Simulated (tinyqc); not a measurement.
Two-mode optical phonons of a ternary alloy from two coupled oscillators: one step, computed by the program tinyqc.

An alloy A(x)B(1-x)C has an A-C and a B-C bond oscillator. Each TO frequency moves linearly from the impurity mode (dilute end) to the TO of the pure crystal; each strength is proportional to the number of bonds.

Task: The two oscillators. omega_1 = (impurity mode of A) + x (omega_TO,AC - impurity mode of A); omega_2 = (impurity mode of B) + (1 - x)(omega_TO,BC - impurity mode of B); eps_inf = x eps_AC + (1 - x) eps_BC; strengths W_1 = x eps_AC (omega_LO,AC^2 - omega_TO,AC^2), W_2 = (1 - x) eps_BC (omega_LO,BC^2 - omega_TO,BC^2).

Inputs (values chosen for the exercise, for a model alloy):
```
quantity                  value  unit
omega_TO of pure AC         252  1/cm
omega_LO of pure AC         302  1/cm
omega_TO of pure BC         187  1/cm
omega_LO of pure BC         227  1/cm
eps_inf of AC              9.09     -
eps_inf of BC              10.5     -
impurity mode of A in BC    236  1/cm
impurity mode of B in AC    191  1/cm
fraction x of A            0.33     -
```

Give: omega_1 (A-C, TO); omega_2 (B-C, TO); eps_inf; W_1; W_2.

Result:

omega_1 (A-C, TO) = 241.28 1/cm

omega_2 (B-C, TO) = 188.32 1/cm

eps_inf = 10.0347

W_1 = 83091.69 1/cm^2

W_2 = 1.165e+05 1/cm^2
